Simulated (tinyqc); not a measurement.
Single-oscillator infrared dielectric function of a polar cubic crystal: one step, computed by the program tinyqc.

One ion pair, charges +Z* and -Z*, in a cell of volume Omega = a^3/4. Frequencies omega are given as wavenumbers (1/cm); eps_s is the static dielectric constant.

Task: LO frequency and static constant from the Born charge. mu = M_A M_B/(M_A + M_B); ionic plasma term W^2 = 4 pi Z*^2 (e^2/(4 pi eps_0))/(Omega mu) in eV/(angstrom^2 u), turned into 1/cm by W = 15.6333042 x 33.35640952 x sqrt(W^2); omega_LO^2 = omega_TO^2 + W^2/eps_inf; eps_s = eps_inf + W^2/omega_TO^2; Szigeti charge 3 Z*/(eps_inf + 2); longitudinal (Callen) charge Z*/eps_inf.

Inputs (values chosen for the exercise, modelled on sodium chloride):
```
quantity            value      unit
lattice constant a   5.64  angstrom
mass M_A            22.99         u
mass M_B            35.45         u
omega_TO              164      1/cm
Born charge Z*        1.1         e
eps_inf              2.33         -
```

Structure: rock salt. Free carriers: absent.

Constants: nu for 1 eV/(angstrom^2 u) = 15.6333042 THz; 1 THz = 33.35640952 1/cm; e^2/(4 pi eps_0) = 14.39964548 eV angstrom.

Give: reduced mass mu; W; omega_LO; eps_s; Szigeti charge; Callen charge.

Result:

reduced mass mu = 13.95 u

W = 308.5 1/cm

omega_LO = 260.3 1/cm

eps_s = 5.869

Szigeti charge = 0.7621 e

Callen charge = 0.4721 e

omega_LO/omega_TO = 1.587; the ions supply 60 % of eps_s, as in a strongly ionic or soft-mode crystal.
